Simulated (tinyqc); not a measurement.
From results back to parameters: shallow acceptor in the spherical four-band model.

Problem. The binding energy of the ground state was computed from a hidden mu.

The ground state 1S3/2 has an L = 0 part f(r) and an L = 2 part g(r). In units of Ry* and a*, with Gaussians f_i = exp(-a_i r^2), g_i = r^2 exp(-a_i r^2), A = a_i + a_j and I(n) = Gamma((n + 1)/2)/(2 A^((n + 1)/2)): S_ff = I(2), S_gg = I(6), H_ff = (6 a_i a_j/A) I(2) - 2 I(1), H_gg = (14 a_i a_j/A) I(6) - 2 I(5), H_fg = -mu [15 I(2) - 20 a_j I(4) + 4 a_j^2 I(6)]; each function is then normalised. The split-off band is left out.

Converged values use 22 exponents 2.2^i, i = -7 to 14, for f and for g.

Ry* = 3.923 meV
binding energy = 8.906 meV

Find: binding in Ry*; mu; heavy/light mass ratio (1 + mu)/(1 - mu).

Solution. The binding in Ry* rises steadily with mu, so bisection finds one value.

binding in Ry* = 2.270
mu = 0.767
heavy/light mass ratio (1 + mu)/(1 - mu) = 7.6

Computed by tinyqc, a small Python program: `OMP_NUM_THREADS=1 python tinyqc.py 1251582 1251583 out.jsonl` (the numbers bound the seed that draws the inputs); one thread of a shared host (Intel(R) Xeon(R) Processor @ 2.30GHz), about 0.04 s for the whole set of steps.
